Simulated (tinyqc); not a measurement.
# Worked calculation: junctionless gate-all-around wire, depletion approximation

Numbers from tinyqc (`OMP_NUM_THREADS=1 python tinyqc.py 2460140 2460141 out.jsonl`; about 0.01 s on one thread of a shared Intel Xeon 2.30GHz). Printed values are rounded.

A uniformly doped n-type wire of radius R under a surrounding gate; long channel. Below flat band a shell from radius rc to R is fully depleted and the neutral core, at channel potential V (0 at the source, Vd at the drain), carries the current with constant mobility; s = (rc/R)^2 is the share of the cross-section that conducts. The edge of the depleted shell is taken as abrupt, so there is no subthreshold current.

Inputs (values chosen for the exercise); material values close to those of silicon:
- eps_r = 11.6 (relative permittivity of the semiconductor)
- eox = 9 (relative permittivity of the gate insulator)
- tox = 4.7 nm (insulator thickness)
- R = 15 nm (wire radius)
- Nd = 1.9e18 cm^-3 (donor density)
- Vfb = 0.94 V (flat-band voltage)
- mu = 71 cm^2/(V s) (effective mobility in the wire)
- L = 0.5 um (gate length)
- Vg = 0.81 V (gate voltage)
- Vd = 0.05 V (drain voltage)

Constants: q = 1.602176634e-19 C, eps0 = 8.8541878128e-14 F/cm where lengths are in cm. Results are converted to the units shown.

## Voltages that deplete the wire

Cox = eps0 eox/(R ln(1 + tox/R)); A = q Nd R^2/(4 eps0 eps_r); B = q Nd R/(2 Cox); VT = Vfb - A - B.

Cox = 1.94906 uF/cm^2
A = 0.166717 V
B = 0.117139 V
VT = 0.656144 V

Of the 0.284 V needed, 41.3 % drops over the insulator. The device is normally off.

## Iteration 1: conducting share at the source by Newton steps

s at the start = 0.05

With V = 0: f = A (1 - s + s ln s) + B (1 - s) - (Vfb - Vg); f' = A ln s - B; s(new) = s - f/f'.

f = 0.114691 V
f' = -0.616578 V
s after iteration 1 = 0.236012

## Iteration 2: conducting share at the source by Newton steps

As before.

f = 0.0300500 V
f' = -0.357857 V
s after iteration 2 = 0.319984

## Course of the iteration: conducting share at the source by Newton steps

Stop when s changes by less than 1e-11, or after 30 iterations. s must stay positive.

Course of the iteration:
```
iteration         s  |change|
1          0.236012     0.186
2          0.319984    0.0840
3          0.327274   7.29e-3
4          0.327319   4.53e-5
5          0.327319   1.72e-9
6          0.327319         0
```

Converged in 6 iterations. At the end the number of correct digits about doubles with each step.

## Core radius, conductance and current

s0 = 0.327319
sL = 0.183243

s solves Vfb - Vg + V = A (1 - s + s ln s) + B (1 - s), and s = 0 where the left side exceeds A + B. I = (q mu Nd pi R^2/L)[g(s0) - g(sL)], g = A (s^2/4 - (s^2/2) ln s) + B s^2/2, with s0 at V = 0 and sL at V = Vd. rc = R sqrt(s0); the small-signal conductance at Vd = 0 is q mu Nd pi R^2 s0/L.

rc at the source = 8.58177 nm
conductance = 1.00013 uS
I = 0.0384953 uA
